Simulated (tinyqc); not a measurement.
# Front-illuminated p-i-n photodiode, quantum efficiency and bandwidth: what changes with what

Light enters through a p layer (0 to xp), a depleted layer (xp to xp + wi) and a thick n substrate, decaying as exp(-al x); one pass, no back reflection. Carriers made in the depleted layer are all collected; those in the neutral layers diffuse.

Inputs (values chosen for the exercise); values close to those of silicon at this wavelength: wavelength lam = 650 nm; absorption coefficient al = 3180 1/cm; reflectance of the front face Rf = 0.05; relative permittivity eps_r = 12.2; thickness of the front p layer xp = 0.12 um; thickness of the depleted layer wi = 6.1 um; electron diffusion coefficient in the p layer Dn = 10 cm^2/s; electron diffusion length in the p layer Ln = 0.37 um; recombination velocity of the front surface S = 9000 cm/s; hole diffusion length in the thick n substrate Lp = 1.9 um; electron drift velocity ve = 9.74e6 cm/s; hole drift velocity vh = 7.07e6 cm/s; diameter dia = 79 um; load resistance RL = 50 ohm; parasitic capacitance Cp = 20 fF.

Constants: q = 1.602176634e-19 C, h = 6.62607015e-34 J s, c = 299792458 m/s, eps0 = 8.8541878128e-14 F/cm where lengths are in cm. Results are converted to the units shown.

Each table varies one quantity; the others keep the values above.

## Efficiency and bandwidth against the thickness of the depleted layer

k = al Ln, s = S Ln/Dn, e = exp(-al xp); front layer f1 = (k/(k^2 - 1)) {[s + k - e (s cosh(xp/Ln) + sinh(xp/Ln))]/[s sinh(xp/Ln) + cosh(xp/Ln)] - k e}; depleted layer f2 = e (1 - exp(-al wi)); substrate f3 = e exp(-al wi) al Lp/(1 + al Lp); external efficiency (1 - Rf)(f1 + f2 + f3); responsivity = efficiency q lam/(h c). Drift response for pairs made in the depleted layer, a = al wi, g = 1 - exp(-a), u = 2 pi i f, te = wi/ve, th = wi/vh: electrons He = [g - a (exp(-a) - exp(-u te))/(u te - a)]/(u te g), holes Hh = [g - a (1 - exp(-a - u th))/(a + u th)]/(u th g); C = eps0 eps_r pi (dia/2)^2/wi + Cp; total |He + Hh|/sqrt(1 + (2 pi f RL C)^2), for the current of the depleted layer alone. Limits are the frequencies at which each factor falls to 1/sqrt(2); inverse-square sum (f_transit^-2 + f_RC^-2)^(-1/2); the diffusion currents f1 and f3 are left out of the bandwidth.

Efficiency and bandwidth against the thickness of the depleted layer:

| wi (um) | f2 | f1 + f3 | responsivity (A/W) | transit limit (GHz) | RC limit (GHz) | 3 dB bandwidth (GHz) | inverse-square sum (GHz) | bandwidth x (1 - Rf) f2 (GHz) |
|---|---|---|---|---|---|---|---|---|
| 0.76 | 0.2067 | 0.3207 | 0.2626 | 59.23 | 4.441 | 4.424 | 4.429 | 0.8686 |
| 1.3 | 0.3259 | 0.2758 | 0.2997 | 34.96 | 7.449 | 7.229 | 7.286 | 2.238 |
| 2.2 | 0.4844 | 0.2161 | 0.3489 | 20.96 | 12.21 | 10.20 | 10.55 | 4.693 |
| 3.6 | 0.6562 | 0.1514 | 0.4022 | 13.06 | 19.05 | 10.35 | 10.77 | 6.451 |
| 6.1 | 0.8242 | 0.08810 | 0.4544 | 7.888 | 29.80 | 7.533 | 7.625 | 5.898 |
| 10 | 0.9225 | 0.05107 | 0.4849 | 4.866 | 43.63 | 4.824 | 4.836 | 4.228 |
| 17 | 0.9582 | 0.03762 | 0.4960 | 2.805 | 62.24 | 2.802 | 2.803 | 2.550 |
| 29 | 0.9625 | 0.03603 | 0.4973 | 1.575 | 83.20 | 1.574 | 1.575 | 1.440 |
| 49 | 0.9626 | 0.03599 | 0.4973 | 0.9026 | 103.3 | 0.9025 | 0.9025 | 0.8253 |

As wi goes from 0.76 to 49, the responsivity rises from 0.263 to 0.497 A/W and the bandwidth goes from 4.42 through a maximum of 10.3 (at wi = 3.6 among the rows listed) to 0.903 GHz. The RC limit is the lower one for wi = 0.76, 1.3, 2.2, the transit limit elsewhere. Adding inverse squares of the two limits is within 4.1 % of the full result. The product of bandwidth and fast efficiency goes from 0.869 through a maximum of 6.45 (at wi = 3.6 among the rows listed) to 0.825 GHz. For wi = 0.76, 1.3, 2.2 the diffusion currents exceed 0.3 of the drift current; their own response times, left out, may then shape the whole response.

## Efficiency and bandwidth against the diameter

Same model as above.

The same in every row: f2 = 0.8242; f1 + f3 = 0.08810; responsivity (A/W) = 0.4544; transit limit (GHz) = 7.888.

Result of one run:

| dia (um) | RC limit (GHz) | 3 dB bandwidth (GHz) | inverse-square sum (GHz) | bandwidth x (1 - Rf) f2 (GHz) |
|---|---|---|---|---|
| 1000 | 0.2285 | 0.2284 | 0.2284 | 0.1788 |

What becomes of these results when the diameter dia is changed from 1000 to 500 um, all else the same?

Result of the changed run:

| dia (um) | RC limit (GHz) | 3 dB bandwidth (GHz) | inverse-square sum (GHz) | bandwidth x (1 - Rf) f2 (GHz) |
|---|---|---|---|---|
| 500 | 0.9102 | 0.9021 | 0.9042 | 0.7064 |

The whole series:

| dia (um) | RC limit (GHz) | 3 dB bandwidth (GHz) | inverse-square sum (GHz) | bandwidth x (1 - Rf) f2 (GHz) |
|---|---|---|---|---|
| 5 | 156.4 | 7.874 | 7.878 | 6.165 |
| 10 | 148.8 | 7.872 | 7.877 | 6.164 |
| 20 | 124.5 | 7.866 | 7.872 | 6.159 |
| 50 | 58.12 | 7.788 | 7.816 | 6.098 |
| 100 | 20.01 | 7.177 | 7.338 | 5.619 |
| 200 | 5.523 | 4.358 | 4.524 | 3.413 |
| 500 | 0.9102 | 0.9021 | 0.9042 | 0.7064 |
| 1000 | 0.2285 | 0.2284 | 0.2284 | 0.1788 |

As dia goes from 5 to 1000, the responsivity stays at 0.454 A/W and the bandwidth falls from 7.87 to 0.228 GHz. The RC limit is the lower one for dia = 200, 500, 1000, the transit limit elsewhere. Adding inverse squares of the two limits is within 3.8 % of the full result.

Program tinyqc, `OMP_NUM_THREADS=1 python tinyqc.py 2250135 2250136 out.jsonl`; Intel Xeon 2.30GHz, shared host, one thread, about 0.01 s.
